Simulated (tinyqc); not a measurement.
Thermal stress and diffusional relaxation in a metal film: Coble and Nabarro-Herring creep, cooling and holds: one step, computed by the program tinyqc. Command: `OMP_NUM_THREADS=1 python tinyqc.py 3031140 3031141 out.jsonl creep walk`. One thread of a shared host (Intel(R) Xeon(R) Processor @ 2.30GHz), about 0.02 s of CPU time with the checks.

A thin film on a rigid substrate is stress-free at T0. Tension is positive and the film creeps linearly: d sigma/dt = -M (mismatch) dT/dt - sigma/tau.

Task: Creep at the hold temperature. Creep rate per stress: Nabarro-Herring 14 D Omega/(k_B T d^2), Coble (14 pi) delta D_b Omega/(k_B T d^3), with D = D0 exp(-E/(k_B T)), delta D_b = (delta D_b)0 exp(-E_b/(k_B T)); 1/tau = M x (sum of both)/2 (biaxial strain rate is half the uniaxial one). Temperatures in kelvin are T(C) + 273.15. sigma(t) = sigma_0 exp(-t/tau), relaxed part sigma_0 - sigma(t); the grain size where both mechanisms are equal is pi delta D_b/D.

Inputs (values chosen for the exercise, modelled on silver films on silicon): biaxial modulus M = 121 GPa; atomic volume Omega = 17 angstrom^3; lattice prefactor D0 = 3.1e-05 m^2/s; lattice energy E = 1.95 eV; boundary prefactor (delta D_b)0 = 3.7e-15 m^3/s; boundary energy E_b = 0.961 eV; grain size d = 0.69 um; stress-free temperature T0 = 250 C; hold temperature T = 190 C; hold time t = 0.01 h.

stress after a quench sigma_0 = 112.53 MPa

Constants: k_B = 1.380649e-23 J/K; k_B = 8.617333262e-05 eV/K.

Give: Nabarro-Herring rate; Coble rate; relaxation time tau; stress after the hold; stress relaxed during the hold; crossover grain size.

Result:

Nabarro-Herring rate = 1.4637e-21 1/(Pa s)

Coble rate = 4.5965e-14 1/(Pa s)

relaxation time tau = 0.099887 h

stress after the hold = 101.81 MPa

stress relaxed during the hold = 10.720 MPa

crossover grain size = 2.1668e+07 um

Coble creep is 3.1e7 times as fast as Nabarro-Herring creep at this grain size. The crossover size is formal, far above any film grain. Caution: bulk creep laws overstate relaxation in a bonded film, where the substrate constrains boundary diffusion, and dislocation glide is left out.
